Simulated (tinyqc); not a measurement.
# Undoped symmetric double-gate MOSFET, analytic potential model: several studies

An undoped body of thickness ts between two equal insulators and tied gates; long channel, electrons only, n = ni exp((psi - V)/Vt) with V the quasi-Fermi potential (0 at the source, Vd at the drain), constant mobility, no quantisation. Across the body psi(x) = V - 2 Vt ln[(ts/(2 beta)) sqrt(q ni/(2 eps0 eps_r Vt)) cos(2 beta x/ts)], x from the centre. Q is the electron charge per area of the whole body.

Values chosen for this exercise; material values close to those of silicon:
```
symbol    value        unit                                             meaning
T           325           K                                         temperature
Eg         1.11          eV                                            band gap
eps_r      11.6                      relative permittivity of the semiconductor
Nc      3.11e19       cm^-3              conduction-band density of states at T
Nv      3.04e19       cm^-3                 valence-band density of states at T
eox        4.03                     relative permittivity of the gate insulator
tox           2          nm                                 insulator thickness
ts           25          nm                                      body thickness
dphi      -0.03           V  gate work function less that of the intrinsic body
mu          190  cm^2/(V s)                                    channel mobility
L             2          um                                         gate length
Vd          0.5           V                                       drain voltage
```

Constants: q = 1.602176634e-19 C, kB = 1.380649e-23 J/K, Vt = kB T/q, eps0 = 8.8541878128e-14 F/cm where lengths are in cm. Results are converted to the units shown.

Each table varies one quantity; the others keep the values above.

## Effect of the body thickness

ni = sqrt(Nc Nv) exp(-Eg/(2 Vt)), Eg in volts; r = eps_r tox/(eox ts); V0 = dphi + 2 Vt ln[(2/ts) sqrt(2 eps0 eps_r Vt/(q ni))]. beta (between 0 and pi/2) solves (Vg - V0 - V)/(2 Vt) = ln(beta) - ln(cos beta) + 2 r beta tan(beta). Q = 8 eps0 eps_r Vt beta tan(beta)/ts; I = mu (1/L)(4 eps0 eps_r/ts)(2 Vt)^2 [g(beta_s) - g(beta_d)] per width, g = beta tan(beta) - beta^2/2 + r beta^2 tan^2(beta), with beta_s at V = 0 and beta_d at V = Vd.  I(low) is taken at Vg = 0.14 V, Qs and I(high) at Vg = 0.89 V.

Effect of the body thickness:

| ts (nm) | V0 (V) | I(low) (nA/um) | Qs(high) (nC/cm^2) | I(high) (uA/um) |
|---|---|---|---|---|
| 8.3 | 0.44963 | 0.011651 | 1260.8 | 26.562 |
| 12 | 0.42898 | 0.016845 | 1263.9 | 26.938 |
| 16 | 0.41287 | 0.022460 | 1265.4 | 27.160 |
| 23 | 0.39254 | 0.032284 | 1266.4 | 27.364 |
| 32 | 0.37404 | 0.044915 | 1266.9 | 27.491 |
| 45 | 0.35495 | 0.063154 | 1267.2 | 27.578 |
| 62 | 0.33700 | 0.086996 | 1267.4 | 27.630 |

Read the table: what changes, and by how much?

As ts goes from 8.3 to 62 nm, I(low) rises from 0.0117 to 0.0870 nA/um and I(high) rises from 26.6 to 27.6 uA/um. On average I(low) goes as ts^(1.00) and I(high) goes as ts^(0.02). Below threshold the charge is proportional to the cross-section of the body; above it the insulator sets the charge. In every row the surface density at the source at the higher gate voltage passes 0.3 Nc, where Boltzmann statistics fail.

## Effect of the insulator thickness

Same model as above.

The same in every row: V0 (V) = 0.38787.

Effect of the insulator thickness:

| tox (nm) | I(low) (nA/um) | Qs(high) (nC/cm^2) | I(high) (uA/um) |
|---|---|---|---|
| 0.67 | 0.035093 | 3225.9 | 62.809 |
| 0.96 | 0.035092 | 2378.0 | 48.042 |
| 1.4 | 0.035092 | 1722.3 | 36.084 |
| 2 | 0.035091 | 1266.6 | 27.400 |
| 2.9 | 0.035090 | 917.35 | 20.467 |
| 4.2 | 0.035089 | 663.49 | 15.225 |
| 6 | 0.035087 | 484.54 | 11.394 |

What does the comparison show?

As tox goes from 0.67 to 6 nm, I(low) stays near 0.0351 nA/um and I(high) falls from 62.8 to 11.4 uA/um. On average I(low) is independent of tox and I(high) goes as tox^(-0.78). Below threshold no voltage drops over the insulator in this long-channel model, so its thickness does not matter there. For tox = 0.67 to 4.2 nm the surface density at the source at the higher gate voltage passes 0.3 Nc, where Boltzmann statistics fail.

## Output curve

Q = 8 eps0 eps_r Vt beta tan(beta)/ts; I = mu (1/L)(4 eps0 eps_r/ts)(2 Vt)^2 [g(beta_s) - g(beta_d)] per width, g = beta tan(beta) - beta^2/2 + r beta^2 tan^2(beta), with beta_s at V = 0 and beta_d at V = Vd.

In this table Vg = 1.07 V.

Output curve:

| Vd (V) | Qd (nC/cm^2) | Qd/Qs | I (uA/um) |
|---|---|---|---|
| 0.14 | 1391 | 0.7578 | 21.44 |
| 0.26 | 1023 | 0.5575 | 35.18 |
| 0.38 | 676.1 | 0.3684 | 44.84 |
| 0.5 | 364.9 | 0.1988 | 50.73 |
| 0.61 | 139.1 | 0.07580 | 53.30 |
| 0.73 | 13.28 | 0.007238 | 54.02 |
| 0.85 | 0.2286 | 1.246e-4 | 54.06 |
| 0.97 | 0.003162 | 1.723e-6 | 54.06 |
| 1.09 | 4.357e-5 | 2.374e-8 | 54.06 |

The current rises from 21.4 to 54.1 uA/um, while the charge at the drain end falls from 0.76 to 2.4e-8 of that at the source. The current first comes within 1 % of its last value at Vd = 0.73 V among the rows. Over the last rows Qd falls by a factor of e for each Vt of drain voltage: the drain end is in weak inversion. In every row the surface density at the source passes 0.3 Nc, where Boltzmann statistics fail.

Numbers from tinyqc (`OMP_NUM_THREADS=1 python tinyqc.py 2440003 2440004 out.jsonl`; about 0.01 s on one thread of a shared Intel Xeon 2.30GHz).
